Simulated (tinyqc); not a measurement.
# Junction parameters from two forward currents

Question. D(v) = J1 (exp(v/Vt) - 1) + J2 (exp(v/(2 Vt)) - 1). Find J1, J2 and the voltage 2 Vt ln(J2/J1) near which both parts are equal.

Inputs (values chosen for the exercise):
- T = 398 K (temperature)

Constants: q = 1.602176634e-19 C, kB = 1.380649e-23 J/K, Vt = kB T/q. Results are converted to the units shown.

junction voltages (V): 0.27  0.67
currents (uA/um): 1.1652518e-7  7.3950251e-4

Solution. The current is linear in J1 and J2, so two points give two equations.

J1 = 2.30e-12 uA/um
J2 = 2.20e-9 uA/um
crossover = 0.471 V

Program tinyqc, `OMP_NUM_THREADS=1 python tinyqc.py 2182144 2182145 out.jsonl`; Intel Xeon 2.30GHz, shared host, one thread, about 0.2 s.
